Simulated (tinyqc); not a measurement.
Finite square well with mass mismatch (envelope functions): one step. Mass in the plane and density of states. Two cases, with inputs chosen for the exercise.

Task: To first order in the in-plane energy, 1/m_par = (1 - Pb)/mw + Pb/mb for each subband. Each adds a step D = m_par/(2 pi c) to the density of states per area (spin included, one valley); 1/angstrom^2 = 1e16/cm^2.

Constants: hbar^2/2m0 = 3.80998211 eV angstrom^2.

Case 1.

Values chosen (out of a larger set: near those of a GaAs well in AlGaAs; not measured data): mw = 0.0656 m0 (mass in the well); mb = 0.0844 m0 (mass in the barrier).

Levels:
```
n,parity,E (eV),k (1/angstrom),kappa (1/angstrom),Pb
1,even,0.033589,0.0240486,0.0549711,0.066161
2,odd,0.126117,0.0465990,0.0311789,0.323535
```

Case 2.

Values chosen (out of a larger set: near those of the light valleys of a Si film in SiO2; not measured data): mw = 0.191 m0 (mass in the well); mb = 0.503 m0 (mass in the barrier).

Levels:
```
n,parity,E (eV),k (1/angstrom),kappa (1/angstrom),Pb
1,even,0.509132,0.1597609,0.5991238,0.058057
2,odd,2.167426,0.3296305,0.3741907,0.240869
```

Give: Subbands.

Result:

Case 1.

Subbands:
```
n,m_par (m0),D (1e13/(eV cm^2))
1,0.0666,2.781
2,0.0707,2.953
```

Case 2.

Subbands:
```
n,m_par (m0),D (1e13/(eV cm^2))
1,0.1981,8.277
2,0.2245,9.380
```

The mass is taken as isotropic here; the valleys of Si are not, and in the plane they have sqrt(ml mt), about 0.42 m0, so their real steps are about twice as large.

Computed by tinyqc, one run a case: `OMP_NUM_THREADS=1 python tinyqc.py N N+1 out.jsonl` with N = 1252296, 1252348; one thread of a shared Intel(R) Xeon(R) Processor @ 2.30GHz, about 0.01 s a run at most.
